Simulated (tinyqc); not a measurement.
# Changing the starting silicon radius a0

Model: oxidation of curved silicon (wires and holes): cylindrical Deal-Grove kinetics with stress-retarded reaction. Computed by tinyqc, a small Python program. Command: `OMP_NUM_THREADS=1 python tinyqc.py 3012091 3012092 out.jsonl wireox sweep`. One thread of a shared host (Intel(R) Xeon(R) Processor @ 2.30GHz), about 0.06 s of CPU time with the checks.

Silicon fills r < a and oxide a < r < b. One volume of silicon gives 2.25 volumes of oxide, and the length is fixed.

Inputs (values chosen for the exercise, close to those used for silicon in steam):
```
quantity,value,unit
prefactor B0,378,um^2/h
activation energy E_B,0.781,eV
prefactor (B/A)0,1.11e+08,um/h
activation energy E_A,2.04,eV
starting oxide x_i,1,nm
viscosity prefactor eta0,1.3e-08,Pa s
viscosity energy E_eta,5.64,eV
critical shear stress s_c,99,MPa
activation volume V_k,7.7,angstrom^3
temperature T,850,C
time t,1.5,h
```

Shape: wire (convex).

Constants: k_B = 8.617333262e-05 eV/K.

Method:
- B = B0 exp(-E_B/(k_B T)), B/A = (B/A)0 exp(-E_A/(k_B T)), eta = eta0 exp(E_eta/(k_B T)); 1 um = 1000 nm.
- Temperatures in kelvin are T(C) + 273.15.
- Geometry: b^2 = b0^2 + 1.25 (a0^2 - a^2), b0 = a0 + x_i.
- Rate of oxide made per interface area: q = 1/[1/k + 2 a |ln(b/a)|/B], and |da/dt| = q/2.25. Reaction k = (B/A) exp(-sigma V_k/(k_B T)). New oxide pushes the old with radial speed u = 1.25 |da/dt| at r = a; the shear stress at radius r is s_c asinh(z a^2/r^2), z = 2 eta u/(a s_c) (Eyring flow), and the compressive normal stress at the interface is sigma = |int_a^b 2 s/r dr| = s_c |F(z) - F(z a^2/b^2)|, F(y) = int_0^y asinh(w)/w dw. q and sigma are solved together. 1 MPa angstrom^3 = 6.241509e-6 eV.
- Integrate da/dt adaptively (tolerance 1e-8); a wire counts as consumed at a = 0.5 nm and a hole as closed at b = 0.5 nm. Planar reference: x^2 + A x = B t + x_i^2 + A x_i, A = B/(B/A).

One run for each value:
```
starting silicon radius a0 (nm),ratio to the planar thickness,oxide thickness (nm),normal stress at time t (MPa)
9.7,0.1280,14.07,6560
19.0,0.2166,23.81,4581
36.0,0.3339,36.69,3186
69.0,0.4780,52.52,2132
130.0,0.6239,68.55,1377
260.0,0.7638,83.93,800
500.0,0.8610,94.61,450
```

Over the rows, ratio to the planar thickness rises from 0.128 to 0.861 (exponent d ln y / d ln x 0.78 between the first rows and 0.18 between the last); oxide thickness (nm) rises from 14.1 to 94.6 (exponent d ln y / d ln x 0.78 between the first rows and 0.18 between the last); normal stress at time t (MPa) falls from 6560 to 450 (exponent d ln y / d ln x -0.53 between the first rows and -0.88 between the last). Curvature effects scale with thickness over radius and fade for large a0. Left out: 5.00 (the wire is consumed or the hole is closed).

Caution (rows 9.70): a core of one or two nanometres is at the limit of a continuum model. Caution (rows 9.70, 19.0, 36.0, 69.0): a normal stress above about 1.5 GPa lies beyond the range of a viscous flow law. Caution (all rows): the oxide is taken as a purely viscous fluid in steady flow; elasticity, stress-dependent diffusion and thin-oxide enhancement are left out.
